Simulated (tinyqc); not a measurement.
Elastic strain and critical thickness of a cubic alloy layer A(1-x)B(x) on a thick substrate. From in-plane stress back to fraction x of B. Computed by tinyqc, a small Python program. Command: `OMP_NUM_THREADS=1 python tinyqc.py 3013683 3013684 out.jsonl misfit inv`. One thread of a shared host (Intel(R) Xeon(R) Processor @ 2.30GHz), about 0.02 s of CPU time with the checks.

Strain is positive in tension. The layer is coherent with the substrate unless said otherwise.

Inputs (values chosen for the exercise, modelled on Ga(1-x)In(x)As on GaAs):
```
quantity                        value      unit
lattice constant a_A            5.653  angstrom
lattice constant a_B            6.058  angstrom
substrate lattice constant a_S  5.653  angstrom
layer thickness h                 210        nm
```

Growth plane: (001).

C11, C12, C44 of A (GPa): 117  53.35  58.87

C11, C12, C44 of B (GPa): 84.06  45.42  39.57

Method. a = (1 - x) a_A + x a_B, the same rule for each C_ij; misfit f = (a_S - a)/a, the in-plane strain of the coherent layer. (001): D = 2 C12/C11, M = C11 + C12 - 2 C12^2/C11. The free surface carries no normal stress, so e_perp = -D f; dV/V = 2 f + e_perp; stress = M f; energy per area = M f^2 h (1 GPa nm = 1 J/m^2).

Problem. A run gave the result below. Find the fraction x of B, known to lie between 0.087 and 0.27.

in-plane stress = -1.384267 GPa

Solution.

Each step takes the trial c = (a f_b - b f_a)/(f_b - f_a), f being the result less the target and a, b, c the logarithms of the listed values; c replaces end b, the old b replaces a if the sign of f changed, and otherwise f_a is halved.

Scan of the range:
```
fraction x of B  in-plane stress (GPa)
0.087                         -0.73218
0.105                         -0.87712
0.127                         -1.05124
0.153                         -1.25275
0.185                         -1.49442
0.224                         -1.77954
0.270                         -2.10262
```

False position (Illinois rule, in the logarithm of the input) inside the bracket:
```
step     end a     end b     trial  in-plane stress (GPa)
1     0.153000  0.185000  0.169659               -1.37943
2     0.185000  0.169659  0.170278               -1.38410
3     0.185000  0.170278  0.170320               -1.38442
4     0.170278  0.170320  0.170300               -1.38427
5     0.170320  0.170300  0.170300               -1.38427
```

In-plane stress falls at every point of a 13-point scan of the range (every second point is shown), so one value fits; it is bracketed by 0.153 and 0.185. Answer: fraction x of B = 0.1703.
